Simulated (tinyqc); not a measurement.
What moves the results: valley splitting in a one-orbital chain of atomic planes (second-neighbour model). A value that a table varies takes the place of the one given here.

Each (001) plane carries one orbital with energy e0, hopping v to the next plane and u to the second: E(phi) = e0 + 2 v cos(phi) + 2 u cos(2 phi), where phi = pi - k a/4 (the sign of every second orbital is chosen so that v > 0, which shifts the phase by pi). The minimum lies at cos(phi0) = -v/(4u), phi0 = pi - (pi/2) k0 for a valley at k0 (2 pi/a), and e0 puts it at zero. A slab of N planes has hard walls: the matrix simply ends.

A well of Nw planes between barriers of 40 planes each (as of a SiGe alloy, taken as an offset alone). With x = j - 39.5 for plane j = 0, 1, ..., the potential is V0 (f(x) + f(Nw - x)) + F (j - 40) a/4, f(y) = 1/(1 + exp(y/L)), a step for L = 0; L is in planes, 4 L is about the distance over which f goes from 0.88 to 0.12, and 1 MV/m = 1e-4 V/angstrom.

Constants: hbar^2/2m0 = 3.80998211 eV angstrom^2.

Parameters, chosen for this exercise (near those of the Delta valleys of silicon; abrupt walls in this chain split the valleys several times more than measured wells; the results hold for these values, not for the real material):
- a = 5.435 angstrom (lattice constant; planes lie a/4 apart)
- ml = 0.884 m0 (longitudinal mass)
- N0 = 22 (first number of planes)
- Nf = 100 (planes in the thick slab)
- V0 = 0.1 eV (barrier height)
- F = 8 MV/m (field)
- Nw = 63 (planes in the well)
- k0 = 0.832 2 pi/a (position of the valley)

## Splitting against the number of planes

u = 0.626229 eV
v = 0.653387 eV
e0 = 1.422889 eV
phi0 = 1.834690 rad

Ten slabs from N0 on, of thickness (N - 1) a/4 between the outer planes. Effective mass: E1 = (c/ml)(pi/W)^2 with W = (N + 2) a/4: the amplitude vanishes on two missing planes at each end, and the envelope has its nodes N + 2 spacings apart. Large-N estimate of the splitting: 16 pi^2 u |sin(phi0) sin((N + 2) phi0)|/(N + 2)^3.

Doublet (meV):

| N | thickness (angstrom) | mean level | effective mass | splitting | estimate |
|---|---|---|---|---|---|
| 22 | 28.53 | 39.73 | 40.00 | 0.721 | 0.347 |
| 23 | 29.89 | 36.79 | 36.86 | 5.645 | 5.811 |
| 24 | 31.25 | 33.94 | 34.08 | 3.162 | 2.968 |
| 25 | 32.61 | 31.48 | 31.61 | 3.013 | 3.230 |
| 26 | 33.97 | 29.34 | 29.39 | 3.946 | 3.887 |
| 27 | 35.33 | 27.27 | 27.40 | 0.597 | 0.782 |
| 28 | 36.69 | 25.58 | 25.60 | 3.494 | 3.529 |
| 29 | 38.05 | 23.89 | 23.98 | 1.148 | 1.028 |
| 30 | 39.40 | 22.46 | 22.50 | 2.334 | 2.420 |
| 31 | 40.76 | 21.12 | 21.16 | 2.060 | 2.004 |

What does this show?

The mean level falls smoothly, from 39.7 to 21.1 meV, within 0.7 % of the effective-mass value. The splitting swings between 0.597 (N = 27) and 5.645 meV (N = 23): one plane more or less changes the phase between the two walls by phi0 = 1.835 rad. The estimate misses the computed values by at most 0.374 meV.

## Splitting against the electric field

A thick slab in a field F: plane j = 0, 1, ... gains the energy F j a/4 (1 MV/m = 1e-4 V/angstrom), which presses the electron against the first wall. The exponent is the slope of ln(splitting) against ln F between 20 and 50 MV/m.

Doublet:

| F (MV/m) | mean level (meV) | splitting (meV) | splitting/F (meV per MV/m) |
|---|---|---|---|
| 1 | 8.06 | 0.1542 | 0.1542 |
| 2 | 12.61 | 0.2833 | 0.1417 |
| 5 | 22.93 | 0.7041 | 0.1408 |
| 10 | 35.96 | 1.4086 | 0.1409 |
| 20 | 56.20 | 2.8186 | 0.1409 |
| 30 | 72.81 | 4.2297 | 0.1410 |
| 50 | 100.63 | 7.0547 | 0.1411 |

exponent = 1.00

What can be read from the table?

The splitting goes from 0.1542 to 7.0547 meV. At high field it grows as F^1.00: at a single hard wall it follows the squared slope of the envelope, which is proportional to F, while the level itself grows about as F^(2/3) (here F^0.64). A hard wall is the sharpest interface possible; real Si interfaces split several times less.

## Sharp and graded interfaces

The lowest doublet for several interface widths L.

Doublet:

| L (planes) | 4 L (angstrom) | mean level (meV) | splitting (micro-eV) |
|---|---|---|---|
| 0.00 | 0.00 | 26.53 | 1126.77 |
| 0.25 | 1.36 | 26.61 | 618.38 |
| 0.50 | 2.72 | 26.74 | 126.77 |
| 0.75 | 4.08 | 26.91 | 22.66 |
| 1.00 | 5.43 | 27.12 | 3.93 |
| 1.50 | 8.15 | 27.68 | 0.12 |
| 2.00 | 10.87 | 28.35 | 0.02 |

What does this show?

The mean level moves by +1.8 meV over the table, while the splitting falls from 1126.8 micro-eV at a step to 3.93 at L = 1 plane, a factor 287. Coupling the valleys needs the Fourier component of the potential at twice the valley wave vector, a period of a few planes, and grading removes it. Random alloy disorder, left out here, sets the splitting once this part is gone.

## What each parameter does

Step interfaces (L = 0). u, v, e0 follow from 8 u sin^2(phi0) = (2c/ml)/(a/4)^2, v = -4u cos(phi0), e0 = 2u + v^2/(4u), c = hbar^2/2m0. Each row changes one parameter from the base and keeps the others.

Results:

| case | mean level (meV) | splitting (micro-eV) |
|---|---|---|
| base | 26.53 | 1126.8 |
| k0 = 0.842 2 pi/a | 26.53 | 1122.7 |
| ml = 0.972 m0 | 25.77 | 1126.7 |
| V0 = 0.15 eV | 27.63 | 1127.0 |
| F = 16 MV/m | 38.91 | 2248.5 |
| Nw = 64 | 26.53 | 1127.1 |

What does this show?

The largest shifts from the base row, up to three for each result and ties (the steps differ in size, so this ranks the rows, not the parameters). mean level (meV): F +12.38, V0 +1.10, ml -0.76; unchanged at the printed digits by k0 and Nw. splitting (micro-eV): F +1121.8, k0 -4.1, Nw +0.3.

Computed by tinyqc, a small Python program: `OMP_NUM_THREADS=1 python tinyqc.py 1481173 1481174 out.jsonl` (the numbers bound the seed that draws the inputs); one thread of a shared host (Intel(R) Xeon(R) Processor @ 2.30GHz), about 0.01 s for the whole set of steps.
